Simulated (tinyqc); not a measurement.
# Hot electrons in a saturated n-channel MOSFET, lucky-electron model: several studies

Beyond pinch-off the lateral field grows as Esat cosh(y/l) over the velocity-saturated region (pseudo-two-dimensional model). Impact ionisation in this region gives the substrate current, which biases the body forward through Rsub. Currents are per width. Local-field laws: they overstate ionisation when the field peak is narrower than an energy relaxation length.

Values chosen for this exercise; values close to those of silicon n-channel devices: channel length L = 0.35 um; oxide thickness tox = 6.3 nm; junction depth xj = 110 nm; threshold VT = 0.7 V; effective mobility mu = 400 cm^2/(V s); saturation velocity vs = 7.4e6 cm/s; ionisation prefactor Ai = 2e6 1/cm; ionisation field Bi = 1.87 MV/cm; resistance of the lightly doped drain Rd = 0 ohm um; substrate resistance Rsub = 23000 ohm um; fall of VT per volt of forward body bias kb = 0.27; lifetime exponent m = 3.1; lifetime constant Hl = 1500 s uA/um; drain voltage Vd = 2.3 V; gate voltage Vg = 1.7 V.

Constants: eps0 = 8.8541878128e-14 F/cm where lengths are in cm. Results are converted to the units shown.

Each table varies one quantity; the others keep the values above.

## Effect of the oxide thickness

Cox = 3.9 eps0/tox, l = sqrt(3 tox xj), Esat = 2 vs/mu. Overdrive g = Vg - VT + kb Vb; Vdsat = g Esat L/(g + Esat L); Id = Cox vs (g - Vdsat); dV = Vd - Id Rd - Vdsat; Em = sqrt((dV/l)^2 + Esat^2); Isub = Id (Ai/Bi) l Em exp(-Bi/Em). Vb = Rsub Isub is solved self-consistently. Lifetime tau = (Hl/Id)(Isub/Id)^(-m); 1 year = 3.15576e7 s.

Results:

| tox (nm) | Id (uA/um) | Em (MV/cm) | Isub (uA/um) | Isub/Id | tau (years) |
|---|---|---|---|---|---|
| 3.5 | 369.86 | 0.50295 | 16.417 | 0.044387 | 0.0020065 |
| 4.3 | 281.12 | 0.45780 | 8.7250 | 0.031037 | 0.0080037 |
| 5.4 | 214.65 | 0.41090 | 4.2038 | 0.019584 | 0.043686 |
| 6.6 | 172.20 | 0.37287 | 2.1268 | 0.012351 | 0.22734 |
| 10 | 111.83 | 0.30426 | 0.44771 | 0.0040036 | 11.504 |
| 13 | 85.772 | 0.26753 | 0.14808 | 0.0017264 | 203.48 |

Estimate the missing row, tox = 8.2 nm.

Computed row:

| tox (nm) | Id (uA/um) | Em (MV/cm) | Isub (uA/um) | Isub/Id | tau (years) |
|---|---|---|---|---|---|
| 8.2 | 137.06 | 0.33535 | 0.96837 | 0.0070651 | 1.6136 |

With this row back in the table: As tox goes from 3.5 to 13 nm, Em falls from 0.503 to 0.268 MV/cm, Isub falls from 16.4 to 0.148 uA/um and tau rises from 0.00201 to 203 years. From the first row to the last, log10(tau) changes by 5.0: 4.4 from (Isub/Id)^(-m), which holds Em and l, and 0.63 from 1/Id.

## Effect of the drain voltage

Same model as above.

Results:

| Vd (V) | Id (uA/um) | Em (MV/cm) | Isub (uA/um) | Isub/Id | tau (years) |
|---|---|---|---|---|---|
| 1.4 | 176.7 | 0.1870 | 0.007311 | 4.136e-5 | 1.043e7 |
| 1.57 | 176.8 | 0.2236 | 0.04505 | 2.548e-4 | 3.718e4 |
| 1.74 | 177.0 | 0.2604 | 0.1711 | 9.668e-4 | 594.9 |
| 1.91 | 177.6 | 0.2972 | 0.4769 | 0.002686 | 24.98 |
| 2.09 | 178.7 | 0.3362 | 1.124 | 0.006293 | 1.772 |
| 2.43 | 183.3 | 0.4092 | 3.790 | 0.02068 | 0.04321 |
| 2.6 | 187.3 | 0.4454 | 6.110 | 0.03262 | 0.01029 |

Estimate the missing row, Vd = 2.26 V.

Computed row:

| Vd (V) | Id (uA/um) | Em (MV/cm) | Isub (uA/um) | Isub/Id | tau (years) |
|---|---|---|---|---|---|
| 2.26 | 180.5 | 0.3728 | 2.176 | 0.01206 | 0.2339 |

With this row back in the table: As Vd goes from 1.4 to 2.6 V, Em rises from 0.187 to 0.445 MV/cm, Isub rises from 0.00731 to 6.11 uA/um and tau falls from 1.04e7 to 0.0103 years. The slope of ln(tau) against 1/Vd is 72.9 V between the first two rows and 53.3 V between the last two; ten years are last met at Vd = 1.91 V among the rows. For Vd = 1.4 to 1.57 V tau is a far extrapolation that only says that hot carriers are no limit.

## Effect of the channel length

Same model as above.

Result of one run:

| L (um) | Id (uA/um) | Em (MV/cm) | Isub (uA/um) | Isub/Id | tau (years) |
|---|---|---|---|---|---|
| 0.35 | 181.0 | 0.3814 | 2.500 | 0.01381 | 0.1530 |

What becomes of these results when the channel length L is changed from 0.35 to 0.49 um, all else the same?

Result of the changed run:

| L (um) | Id (uA/um) | Em (MV/cm) | Isub (uA/um) | Isub/Id | tau (years) |
|---|---|---|---|---|---|
| 0.49 | 146.4 | 0.3641 | 1.529 | 0.01044 | 0.4497 |

The whole series:

| L (um) | Id (uA/um) | Em (MV/cm) | Isub (uA/um) | Isub/Id | tau (years) |
|---|---|---|---|---|---|
| 0.17 | 262.5 | 0.4201 | 6.275 | 0.02390 | 0.01926 |
| 0.25 | 218.4 | 0.3995 | 3.946 | 0.01807 | 0.05510 |
| 0.35 | 181.0 | 0.3814 | 2.500 | 0.01381 | 0.1530 |
| 0.49 | 146.4 | 0.3641 | 1.529 | 0.01044 | 0.4497 |
| 0.7 | 114.1 | 0.3475 | 0.8903 | 0.007805 | 1.424 |
| 0.99 | 87.49 | 0.3338 | 0.5251 | 0.006002 | 4.191 |
| 1.4 | 65.87 | 0.3224 | 0.3136 | 0.004762 | 11.41 |

As L goes from 0.17 to 1.4 um, Em falls from 0.420 to 0.322 MV/cm, Isub falls from 6.27 to 0.314 uA/um and tau rises from 0.0193 to 11.4 years. From the first row to the last, log10(tau) changes by 2.8: 2.2 from (Isub/Id)^(-m), which holds Em and l, and 0.60 from 1/Id. At L = 0.17 um the saturated region takes over 60 % of L, so using the full L in Vdsat is rough.

tinyqc, about 0.01 s, one thread, Intel Xeon 2.30GHz (shared host): `OMP_NUM_THREADS=1 python tinyqc.py 2550021 2550022 out.jsonl`
